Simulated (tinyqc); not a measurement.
Temperature and isotope dependence of a band gap in oscillator models: one step. Two common fits. Three cases, with inputs chosen for the exercise.

Question. Give the falls and the parameters.

E(T) = E0 - sum_i sl_i th_i n_i(T), n = 1/(exp(th/T) - 1). The same coupling lowers the gap at 0 K by the zero-point term ZP = sum_i sl_i th_i/2, so the gap of the static lattice is E0 + ZP. Thermal expansion is taken as part of the slopes.

Two-parameter forms are made to pass through the falls at the two temperatures T12: Varshni aV T^2/(T + bV), from the line T^2/fall = (T + bV)/aV; one oscillator s1 t1/(exp(t1/T) - 1), with t1 from the ratio of the falls.

Case 1.

Values chosen (near those of diamond; the results hold for these values, not for the real material): E0 = 5.427 eV (gap at 0 K); th = (632, 1746) K (temperatures of two oscillators); sl = (0.2304, 0.3316) meV/K (their high-temperature slopes); T12 = (920, 1830) K (temperatures of the fits).

Case 2.

Values chosen (near those of InAs; the results hold for these values, not for the real material): E0 = 0.417 eV (gap at 0 K); th = (71, 197) K (temperatures of two oscillators); sl = (0.0435, 0.2285) meV/K (their high-temperature slopes); T12 = (140, 330) K (temperatures of the fits).

Case 3.

Values chosen (near those of GaN; the results hold for these values, not for the real material): E0 = 3.497 eV (gap at 0 K); th = (197, 715) K (temperatures of two oscillators); sl = (0.1946, 0.4134) meV/K (their high-temperature slopes); T12 = (430, 970) K (temperatures of the fits).

Give: falls; aV; bV; t1; s1; ZP of the one-oscillator fit.

Answer.

Case 1.

falls (meV): 249.5195  715.6987

aV = 0.7070 meV/K
bV = 1478 K
t1 = 1170.8 K
s1 = 0.5478 meV/K
ZP of the one-oscillator fit = 320.7 meV

The limiting slope of the model is 0.5620 meV/K; Varshni puts it +26 % off and one oscillator -3 %. The ZP of the fit differs from the true one by -41.6 meV.

Case 2.

falls (meV): 19.2706  67.9900

aV = 0.3250 meV/K
bV = 191 K
t1 = 171.6 K
s1 = 0.2702 meV/K
ZP of the one-oscillator fit = 23.2 meV

The limiting slope of the model is 0.2720 meV/K; Varshni puts it +19 % off and one oscillator -1 %. The ZP of the fit differs from the true one by -0.9 meV.

Case 3.

falls (meV): 135.1262  441.4438

aV = 0.7077 meV/K
bV = 538 K
t1 = 502.4 K
s1 = 0.5962 meV/K
ZP of the one-oscillator fit = 149.8 meV

The limiting slope of the model is 0.6080 meV/K; Varshni puts it +16 % off and one oscillator -2 %. The ZP of the fit differs from the true one by -17.2 meV.

Computed by tinyqc, one run a case: `OMP_NUM_THREADS=1 python tinyqc.py N N+1 out.jsonl` with N = 1850973, 1851195, 1880234; one thread of a shared Intel(R) Xeon(R) Processor @ 2.30GHz, about 0.01 s a run at most.
